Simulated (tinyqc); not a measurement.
Six-transistor SRAM cell, nodal equations and margins: one step of the calculation.

Two cross-coupled inverters (pull-down bn, pull-up bp) hold the nodes Q and QB; access transistors (ba, threshold VTn, gate on the word line at Vdd when selected) join them to the bit lines. Transistor (EKV form, voltages against the body): I = 2 n b Vt^2 [F(vp - Vs) - F(vp - Vd)] from drain to source, F(v) = ln^2(1 + exp(v/(2 Vt))), vp = (Vg - VT + sg |Vd - Vs|)/n. n-channel bodies are at 0; for the p-channel device all voltages are counted down from Vdd. b in uA/V^2 gives I in uA. For an access transistor the bit line is the drain and the node the source. In a read both bit lines are at Vdd. The cell is symmetric (no mismatch).

Task. The largest square in the read butterfly. f(x) is the node voltage of one half-cell in a read for input x (In - Ip - Ia = 0). Static noise margin: side of the largest square between the curve (x, f(x)) and its mirror image (f(y), y); with h(c) the root x of f(x) - x = c, it is the maximum over c > 0 of h(c) - h(-c) + c.

Values chosen for this exercise:
```
symbol,value,unit,meaning
T,325,K,temperature
Vdd,0.5,V,supply voltage
n,1.11,,slope factor
sg,0.113,,drain-induced barrier lowering
VTn,0.43,V,n-channel threshold
VTp,0.29,V,p-channel threshold (magnitude)
bn,610,uA/V^2,gain factor of the pull-down transistor
ba,410,uA/V^2,gain factor of the access transistor
bp,250,uA/V^2,gain factor of the pull-up transistor
```

Constants: q = 1.602176634e-19 C, kB = 1.380649e-23 J/K, Vt = kB T/q. Results are converted to the units shown.

c, point 0 to 6 (V): [0.066, 0.11, 0.15, 0.19, 0.22, 0.24, 0.26]

Wanted: h(c); h(-c); side.

Result.

h(c), point 0 to 6 (V): [0.2921, 0.2872, 0.2819, 0.2736, 0.2626, 0.2512, 0.2362]
h(-c), point 0 to 6 (V): [0.3068, 0.3148, 0.3269, 0.3441, 0.3594, 0.3701, 0.3811]
side, point 0 to 6 (V): [0.0512, 0.0824, 0.1050, 0.1195, 0.1232, 0.1211, 0.1151]

The maximum over c is 123.2 mV, the read margin; with the word line off (no Ia) the same construction gives 169.2 mV.

Program tinyqc, `OMP_NUM_THREADS=1 python tinyqc.py 2340154 2340155 out.jsonl`; Intel Xeon 2.30GHz, shared host, one thread, about 0.2 s.
